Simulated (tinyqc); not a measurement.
# MOSFET with velocity saturation and source resistance, step by step

tinyqc, about 0.01 s, one thread, Intel Xeon 2.30GHz (shared host): `OMP_NUM_THREADS=1 python tinyqc.py 2500120 2500121 out.jsonl` Printed values are rounded.

Strong inversion, charge Q = Cox (Vg - m V) at channel potential V with Vg the gate overdrive, and drift velocity v = mu E/(1 + mu E/vsat). Integrating along the channel gives I = mu Cox (1/L)(Vg Vd - m Vd^2/2)/(1 + Vd/Vc) per width, Vc = vsat L/mu, which peaks at Vdsat. Units: I in uA/um, Rs in ohm um, so the drop over Rs is 1e-6 I Rs volts.

Inputs (values chosen for the exercise):

| symbol | value | unit | meaning |
|---|---|---|---|
| Cox | 1.17 | uF/cm^2 | gate capacitance |
| mu0 | 130 | cm^2/(V s) | mobility at low gate voltage |
| th | 0.4 | 1/V | mobility degradation |
| vsat | 1.2e7 | cm/s | saturation velocity |
| m | 1.06 |  | body factor |
| VT | 0.43 | V | threshold |
| L | 2 | um | channel length |
| Rs | 1500 | ohm um | source resistance |
| Vgs | 1.8 | V | gate voltage |

## Saturation without source resistance

Vg = Vgs - VT (0 if negative), mu = mu0/(1 + th Vg), Vc = vsat L/mu, x = sqrt(1 + 2 Vg/(m Vc)), Vdsat = 2 Vg/(m (1 + x)), Isat = Cox vsat Vg (x - 1)/(x + 1) per width. Long-channel limit: mu Cox Vg^2/(2 m L); short-channel limit: Cox vsat Vg.

Vg = 1.37 V
mu = 83.97933 cm^2/(V s)
Vc = 28.57846 V
Vdsat = 1.264479 V
Isat = 41.63200 uA/um
long-channel limit = 43.49442 uA/um
short-channel limit = 1923.480 uA/um

Isat is 0.957 of the long-channel and 0.0216 of the short-channel limit.

## Iteration 1: saturation current with source resistance

I at the start = 0 uA/um

Vg = Vgs - I Rs - VT (0 if negative), mu = mu0/(1 + th Vg), Vc = vsat L/mu, x = sqrt(1 + 2 Vg/(m Vc)), Vdsat = 2 Vg/(m (1 + x)), Isat = Cox vsat Vg (x - 1)/(x + 1) per width. I(new) = Isat.

Vg = 1.37 V
mu = 83.97933 cm^2/(V s)
Vc = 28.57846 V
Vdsat = 1.264479 V
Isat = 41.63200 uA/um
I after iteration 1 = 41.63200 uA/um

## Iteration 2: saturation current with source resistance

As before.

Vg = 1.307552 V
mu = 85.35668 cm^2/(V s)
Vc = 28.11731 V
Vdsat = 1.207607 V
Isat = 38.59406 uA/um
I after iteration 2 = 38.59406 uA/um

## Course of the iteration: saturation current with source resistance

Stop when I changes by less than 1e-6 uA/um, or after 25 iterations.

Course of the iteration:

| iteration | I (uA/um) | \|change\| (uA/um) |
|---|---|---|
| 1 | 41.63200 | 41.6 |
| 2 | 38.59406 | 3.04 |
| 3 | 38.81342 | 0.219 |
| 4 | 38.79757 | 0.0159 |
| 5 | 38.79872 | 1.15e-3 |
| 6 | 38.79863 | 8.28e-5 |
| 7 | 38.79864 | 5.98e-6 |
| 8 | 38.79864 | 4.32e-7 |

Converged in 8 iterations. At the end each change is about 0.072 times the one before, with alternating sign: linear convergence. The resistance lowers Isat by 6.81 %.
